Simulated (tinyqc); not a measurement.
Band offset of a heterojunction with an interface dipole (two-band chains, self-consistent charge), step by step. Values are carried at full precision from step to step, so a last printed digit may differ when a step is redone from the rounded ones.

Sites alternate A, C. Left: A at -G1/2, C at +G1/2, hopping -t1; right: A at D - G2/2, C at D + G2/2, hopping -t2; the bonds across the two interfaces of a ring (C left to A right, C right to A left) have -sqrt(t1 t2). D is the offset of the mid-gaps, so Ev(right) - Ev(left) = D - (G2 - G1)/2 and Ec(right) - Ec(left) = D + (G2 - G1)/2. The closing bond has its sign reversed (antiperiodic ring). Half the levels are filled with two electrons each. The charge moved is q = (electrons on the left) less one a site; the mean over the two interfaces, q/2, is taken as the charge that crosses each, and its dipole opposes the offset: D = D0 - u q/2.

Values chosen for the exercise (gaps near those of Si and SiO2; the chains and D0 are free models, so the offsets are not those of the real pair; shifted at random, so the results belong to these values and not to a real crystal):
- G1 = 1.09 eV (gap on the left)
- G2 = 8.69 eV (gap on the right)
- t1 = 2.13 eV (hopping on the left)
- t2 = 2.76 eV (hopping on the right)
- D0 = -0.79 eV (mid-gap of the right side above that of the left, without dipole)
- n = 2 (cells a side in the small ring)
- u = 4.7 eV (potential step per electron moved across)
- mx = 1 (mixing)

## The small ring at D = D0

Fill in H.

H (eV), rows AL1, CL1, AL2, CL2, AR1, CR1, AR2, CR2 and columns alike:
```
[[-0.5450, -2.1300, 0, 0, 0, 0, 0, 2.4246],
 [-2.1300, 0.5450, -2.1300, 0, 0, 0, 0, 0],
 [0, -2.1300, -0.5450, -2.1300, 0, 0, 0, 0],
 [0, 0, -2.1300, 0.5450, -2.4246, 0, 0, 0],
 [0, 0, 0, -2.4246, -5.1350, -2.7600, 0, 0],
 [0, 0, 0, 0, -2.7600, 3.5550, -2.7600, 0],
 [0, 0, 0, 0, 0, -2.7600, -5.1350, -2.7600],
 [2.4246, 0, 0, 0, 0, 0, -2.7600, 3.5550]]
```

## Levels and site charges

Diagonalise, fill the lower half with two electrons each, and sum the electrons on the left (L) less one a site.

levels (eV): [-7.3246, -6.1185, -3.4094, -1.6950, 1.5192, 3.1908, 4.8073, 5.8703]

electrons on the sites: AL1 1.3912, CL1 0.6708, AL2 1.2993, CL2 0.5742, AR1 1.7497, CR1 0.2440, AR2 1.7664, CR2 0.3045

q = -0.0645 electrons

Electrons move to the right, the side whose mid-gap lies lower.

## Self-consistent offset

From here on the ring has 24 cells a side.

Start at D = D0; D(out) = D0 - u q(D)/2; D(new) = D + mx (D(out) - D); stop when |D(out) - D| < 1e-7 eV.

Iterations:
```
i     D (eV)         q  D(out) (eV)  D(out) - D
0   -0.79000  -0.06837     -0.62933       0.161
1   -0.62933  -0.05412     -0.66282     -0.0335
2   -0.66282  -0.05707     -0.65589     0.00693
3   -0.65589  -0.05646     -0.65733    -0.00144
4   -0.65733  -0.05658     -0.65703    0.000298
5   -0.65703  -0.05656     -0.65709   -6.17e-05
6   -0.65709  -0.05656     -0.65708    1.28e-05
7   -0.65708  -0.05656     -0.65708   -2.65e-06
8   -0.65708  -0.05656     -0.65708    5.48e-07
9   -0.65708  -0.05656     -0.65708   -1.14e-07
10  -0.65708  -0.05656     -0.65708    2.35e-08
```

D = -0.6571 eV

Converged at i = 10: the dipole removes 17 % of the starting offset.

## Linear response

chi = (q(+h) - q(-h))/(2h) at D = 0 with h = 0.01 eV; S = 1/(1 + u chi/2); linear estimate D = S D0.

chi = 0.08505 1/eV
S = 0.8334
linear estimate of D = -0.6584 eV

The self-consistent value is -0.6571 eV, +1.3 meV from the estimate. At D = 0 no net charge crosses: the mid-gaps are the neutrality levels of these symmetric chains.

## The line-up

Ev(right) - Ev(left) = D - (G2 - G1)/2 and Ec(right) - Ec(left) = D + (G2 - G1)/2, for D0, for the self-consistent D and for D = 0. Type I: the offsets have opposite signs; type III: one valence edge lies above the other conduction edge; else type II.

Offsets (eV):
```
case                            D  valence  conduction                 type
no dipole                  -0.790   -4.590       3.010  type I (straddling)
self-consistent            -0.657   -4.457       3.143  type I (straddling)
neutrality levels aligned   0.000   -3.800       3.800  type I (straddling)
```

The dipole shifts both offsets alike and leaves the type.

## Checks

- q at D = 0 against zero, as particle-hole symmetry demands: both 0.000000.
- q at the self-consistent D on 24 against 48 cells a side: both -0.0566.

Program tinyqc; command `OMP_NUM_THREADS=1 python tinyqc.py 1450579 1450580 out.jsonl`; about 0.3 s on one thread of a shared Intel(R) Xeon(R) Processor @ 2.30GHz.
